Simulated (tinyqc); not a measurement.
Inside a calculation. Model: crystallisation kinetics and data retention of a phase-change cell.

Computed by the program tinyqc: `OMP_NUM_THREADS=1 python tinyqc.py 2490146 2490147 out.jsonl`, one thread of a shared Intel Xeon 2.30GHz, about 0.04 s for the whole run. Printed values are rounded.

Johnson-Mehl-Avrami-Kolmogorov law X = 1 - exp(-y^n), y = integral of k dt, k = (1/100 s) exp[-(Ec q/kB)(1/T - 1/T1)].

Values chosen for this exercise; values of the order of Ge-Sb-Te and related chalcogenides: activation energy of crystallisation Ec = 2.88 eV; temperature at which the rate k is 1/(100 s) T1 = 422 K; Avrami exponent n = 1.5; crystalline share at which the state is lost Xf = 0.2; storage temperature T = 360 K; heating rate b = 20 K/min; start of the ramp table Ta = 396 K; step of the table dT = 6 K; steps m = 10.

Constants: q = 1.602176634e-19 C, kB = 1.380649e-23 J/K. Results are converted to the units shown.

Range of the model: One Arrhenius rate is assumed; incubation, growth from the boundary and the non-Arrhenius kinetics of the supercooled liquid are left out.

## Retention

At fixed T the state fails at t = (-ln(1 - Xf))^(1/n)/k; ten years are 3.15576e8 s.

k = 1.19253e-8 1/s
y at failure = 0.367894
time to fail = 3.08499e7 s
the same in years = 0.977574
temperature for ten years = 351.203 K

The cell misses ten years at 360 K.

## A heating ramp

T rises at the rate b. Start with y = k (kB Ta^2/(q Ec))/b, the integral from cold to Ta to leading order; over each step k is taken as exponential in T, so y gains (dT/b)(k2 - k1)/ln(k2/k1). dX/dt = n y^(n - 1) k exp(-y^n), listed as 0 once y^n exceeds 23.

```
point  T (K)     k (1/s)           y           X  dX/dt (1/s)
0        396  5.51776e-5  7.76702e-4  2.16460e-5   2.30660e-6
1        402  1.94456e-4  0.00276695  1.45536e-4   1.53409e-5
2        408  6.60374e-4  0.00962652  9.44059e-4   9.70970e-5
3        414  0.00216455   0.0324332  0.00582394   5.81323e-4
4        420  0.00685829    0.105694   0.0337780   0.00323153
5        426   0.0210356    0.333389    0.175104    0.0150287
6        432   0.0625422     1.01906    0.642535    0.0338530
7        438    0.180479     3.02219    0.994773   0.00246002
8        444    0.506106     8.70651           1            0
9        450     1.38075     24.3931           1            0
10       456     3.66874     66.5368           1            0
```

Among the points the rate is largest at 432 K, where X = 0.643; the exact peak lies at 431.8 K.
